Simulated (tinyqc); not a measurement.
# Gated two-dimensional channel with two bands, quantum capacitance: what changes with what

phi is the Fermi level above the lowest band edge, in volts; Vg is counted from the gate voltage at which an empty channel would have phi = 0. The channel has no thickness; trap charge is -q Dit phi.

Parameters, values chosen for the exercise; lowest band close to that of a thin In0.53Ga0.47As body: temperature T = 300 K; relative permittivity of the gate insulator (close to silicon dioxide) eox = 3.9; insulator thickness tox = 3.8 nm; in-plane mass md = 0.0461 m0; valley degeneracy gv = 1; in-plane mass of a second band, chosen freely m2 = 0.078 m0; valley degeneracy of that band, chosen freely g2 = 6; second band edge above the first E2 = 0.34 eV; density of traps Dit = 2e11 cm^-2 eV^-1; gate voltage Vg = 0.32 V.

Constants: q = 1.602176634e-19 C, kB = 1.380649e-23 J/K, hbar = 1.054571817e-34 J s, m0 = 9.1093837015e-31 kg, Vt = kB T/q, eps0 = 8.8541878128e-14 F/cm where lengths are in cm. Results are converted to the units shown.

Each table varies one quantity; the others keep the values above.

## Effect of the gate voltage

D1 = gv md m0 q/(pi hbar^2), D2 = g2 m2 m0 q/(pi hbar^2) per eV; n1 = D1 Vt ln(1 + exp(phi/Vt)), n2 = D2 Vt ln(1 + exp((phi - E2)/Vt)), n = n1 + n2; Cq = q dn/dphi = q [D1/(1 + exp(-phi/Vt)) + D2/(1 + exp((E2 - phi)/Vt))]. Cox = eps0 eox/tox; Vg = phi + q (n + Dit phi)/Cox. 1/C_G = 1/Cox + 1/(Cq + q Dit); dphi/dVg = Cox/(Cox + Cq + q Dit).

The same in every row: Cox (uF/cm^2) = 0.9087.

Effect of the gate voltage:

| Vg (V) | phi (V) | n (cm^-2) | Cq (uF/cm^2) | C_G (uF/cm^2) | dphi/dVg | share of the second band (%) |
|---|---|---|---|---|---|---|
| -0.2 | -0.1932 | 2.823e8 | 0.001749 | 0.03258 | 0.9641 | 0.001972 |
| -0.04 | -0.05006 | 6.707e10 | 0.3889 | 0.2877 | 0.6834 | 0.002110 |
| 0.11 | 0.01640 | 5.276e11 | 2.016 | 0.6295 | 0.3073 | 0.003508 |
| 0.27 | 0.05901 | 1.185e12 | 2.800 | 0.6880 | 0.2429 | 0.008120 |
| 0.42 | 0.09427 | 1.829e12 | 3.009 | 0.6997 | 0.2301 | 0.02058 |
| 0.58 | 0.1307 | 2.522e12 | 3.075 | 0.7031 | 0.2263 | 0.06111 |
| 0.73 | 0.1645 | 3.174e12 | 3.115 | 0.7051 | 0.2240 | 0.1793 |
| 0.89 | 0.2000 | 3.874e12 | 3.223 | 0.7104 | 0.2183 | 0.5785 |
| 1.04 | 0.2317 | 4.538e12 | 3.553 | 0.7249 | 0.2022 | 1.676 |
| 1.2 | 0.2614 | 5.271e12 | 4.517 | 0.7574 | 0.1665 | 4.485 |

Read the table: what changes, and by how much?

As Vg goes from -0.2 to 1.2, Cq rises from 0.00175 to 4.52 uF/cm^2, C_G/Cox rises from 0.0359 to 0.833 and n rises from 2.82e8 to 5.27e12 cm^-2. Cq is below Cox for Vg = -0.2, -0.04; there the density of states limits the response dn/dVg more than the insulator does.

## Effect of the in-plane mass

Same model as above.

The same in every row: Cox (uF/cm^2) = 0.9087.

Results:

| md (m0) | phi (V) | n (cm^-2) | Cq (uF/cm^2) | C_G (uF/cm^2) | dphi/dVg | share of the second band (%) |
|---|---|---|---|---|---|---|
| 0.02 | 0.1274 | 1.067e12 | 1.337 | 0.5462 | 0.3989 | 0.1269 |
| 0.034 | 0.08984 | 1.287e12 | 2.209 | 0.6466 | 0.2885 | 0.02462 |
| 0.057 | 0.05914 | 1.468e12 | 3.464 | 0.7212 | 0.2063 | 0.006587 |
| 0.097 | 0.03370 | 1.617e12 | 5.106 | 0.7721 | 0.1503 | 0.002235 |
| 0.16 | 0.01410 | 1.732e12 | 6.779 | 0.8018 | 0.1177 | 9.775e-4 |
| 0.47 | -0.01990 | 1.932e12 | 9.958 | 0.8329 | 0.08338 | 2.353e-4 |
| 0.8 | -0.03452 | 2.018e12 | 11.15 | 0.8404 | 0.07515 | 1.280e-4 |

Estimate the missing row, md = 0.28 m0.

Computed row:

| md (m0) | phi (V) | n (cm^-2) | Cq (uF/cm^2) | C_G (uF/cm^2) | dphi/dVg | share of the second band (%) |
|---|---|---|---|---|---|---|
| 0.28 | -0.004547 | 1.842e12 | 8.548 | 0.8217 | 0.09577 | 4.470e-4 |

With this row back in the table: As md goes from 0.02 to 0.8, Cq rises from 1.34 to 11.2 uF/cm^2, C_G/Cox rises from 0.601 to 0.925 and n rises from 1.07e12 to 2.02e12 cm^-2. Cq exceeds Cox in every row, so the insulator is the tighter limit, though Cq still cuts C_G by up to 40 %.

Computed by the program tinyqc: `OMP_NUM_THREADS=1 python tinyqc.py 2200028 2200029 out.jsonl`, one thread of a shared Intel Xeon 2.30GHz, about 0.01 s for the whole run.
